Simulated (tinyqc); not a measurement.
Stark shift: stepped quantum well by finite differences.

Finite differences on points z_i at the centres of cells of width h: H_ii = (c/h^2)(1/m_(i-1/2) + 1/m_(i+1/2)) + V_i, H_(i,i+1) = -(c/h^2)/m_(i+1/2), where m_(i+1/2) is the mean of the masses at the two points (the end values are repeated outwards), psi = 0 on the points beyond both ends, c = hbar^2/2m0. The field adds e F (z - z0) with z0 the middle of the structure; 1 kV/cm = 1e-5 eV/angstrom.

Constants: hbar^2/2m0 = 3.80998211 eV angstrom^2.

Values chosen for the exercise (out of a larger set: near those of a strained Si well in SiGe; not measured data): layers = ((12, 0.183, 0.938), (8, 0, 0.928), (16, 0.07, 0.9318), (12, 0.183, 0.938)) (each layer: thickness in angstrom, band edge in eV, mass in m0); hf = 0.25 angstrom (cell width of the fine grid); Fs = (0, 33.3, 66.7, 100, 133, 167, 200) kV/cm (fields).

Fine grid. Perturbation theory: dE1 = e F z_11 - beta (e F)^2 with beta = sum_j z_1j^2/(E_j - E_1) over the 13 next levels at zero field, z from z0.

Levels against field:
```
F (kV/cm),E1 (eV),E2 (eV),dE1 (meV),second order (meV),<z - z0> (angstrom),E2 - E1 (meV)
0,0.0777,0.1664,0.00,0.00,-3.2,88.7
33.3,0.0765,0.1672,-1.11,-1.12,-3.5,90.6
66.7,0.0753,0.1680,-2.33,-2.34,-3.8,92.6
100,0.0740,0.1687,-3.64,-3.67,-4.1,94.7
167,0.0711,0.1701,-6.55,-6.65,-4.6,99.0
200,0.0696,0.1708,-8.10,-8.27,-4.8,101.2
```

Give the missing row, F (kV/cm) = 133.

Computed row:
```
F (kV/cm)  E1 (eV)  E2 (eV)  dE1 (meV)  second order (meV)  <z - z0> (angstrom)  E2 - E1 (meV)
133         0.0726   0.1694      -5.03               -5.08                 -4.3           96.8
```

z_11 = -3.19 angstrom
beta = 472.3 angstrom^2/eV

The state sits -3.2 angstrom off the middle at zero field, so the shift starts linearly in F. At 200 kV/cm E1 has moved by -8.10 meV, where second order gives -8.27 meV; they differ by 2.1 % there. The electron moves by -1.6 angstrom, against the rise of the potential. From 66.7 kV/cm on E2 lies above the lowest point of the outer barrier, so it is a resonance or a state of the finite grid, held or pushed up by its ends. E2 - E1 grows with the field; the ends are 88.7 and 101.2 meV.

Computed by tinyqc, a small Python program: `OMP_NUM_THREADS=1 python tinyqc.py 1281525 1281526 out.jsonl` (the numbers bound the seed that draws the inputs); one thread of a shared host (Intel(R) Xeon(R) Processor @ 2.30GHz), about 0.01 s for the whole set of steps.
